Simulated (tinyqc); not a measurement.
Worked calculation: RKS/B3LYP (VWN-RPA form) in the 6-311g basis, for He, spin multiplicity 1. One step of it, computed by the program tinyqc.

Problem. Iteration 1: building the Kohn-Sham matrix. J_ij = sum D_kl (ij|kl), K_ij = sum D_kl (ik|jl); F = H + J - 0.1 K + V_xc; E = tr D H + tr D J / 2 - 0.05 tr D K + E_xc + E_nn.

D at the start, order 1He 1s, 1He 2s, 1He 3s:
$$\begin{pmatrix}
0.226713 & 0.414720 & 0.115027 \\
0.414720 & 0.758636 & 0.210415 \\
0.115027 & 0.210415 & 0.058361
\end{pmatrix}$$

core Hamiltonian H = T + V (hartree), order 1He 1s, 1He 2s, 1He 3s:
$$\begin{pmatrix}
-0.449189 & -2.025351 & -1.309466 \\
-2.025351 & -1.672714 & -1.363028 \\
-1.309466 & -1.363028 & -1.211479
\end{pmatrix}$$

Two-electron integrals (ij|kl) in chemists' order, unique and non-zero (hartree):
```
(11|11) 2.395117   (21|11) 1.347337   (21|21) 0.798707   (22|11) 1.358411
(22|21) 0.863847   (22|22) 1.054927   (31|11) 0.614121   (31|21) 0.368625
(31|22) 0.406802   (31|31) 0.170715   (32|11) 0.842709   (32|21) 0.547009
(32|22) 0.700418   (32|31) 0.259418   (32|32) 0.476676   (33|11) 0.767030
(33|21) 0.510236   (33|22) 0.697580   (33|31) 0.244176   (33|32) 0.494732
(33|33) 0.558022
```

nuclear repulsion = 0 hartree

V_xc (hartree), order 1He 1s, 1He 2s, 1He 3s:
$$\begin{pmatrix}
-0.998596 & -0.562420 & -0.256102 \\
-0.562420 & -0.561265 & -0.339331 \\
-0.256102 & -0.339331 & -0.287699
\end{pmatrix}$$

E_xc = sum of w rho eps_xc = -1.04687126 hartree

Give: Coulomb J; exchange K; Kohn-Sham matrix F; total energy of this density.

Solution.

Coulomb J (hartree), order 1He 1s, 1He 2s, 1He 3s:
$$\begin{pmatrix}
3.2318 & 1.9681 & 0.9163 \\
1.9681 & 2.2538 & 1.4653 \\
0.9163 & 1.4653 & 1.4233
\end{pmatrix}$$

exchange K (hartree), order 1He 1s, 1He 2s, 1He 3s:
$$\begin{pmatrix}
2.5728 & 2.2106 & 1.3406 \\
2.2106 & 2.1463 & 1.3750 \\
1.3406 & 1.3750 & 0.9124
\end{pmatrix}$$

Kohn-Sham matrix F (hartree), order 1He 1s, 1He 2s, 1He 3s:
$$\begin{pmatrix}
1.5267 & -0.8408 & -0.7833 \\
-0.8408 & -0.1948 & -0.3746 \\
-0.7833 & -0.3746 & -0.1672
\end{pmatrix}$$

total energy of this density = -2.799715 hartree
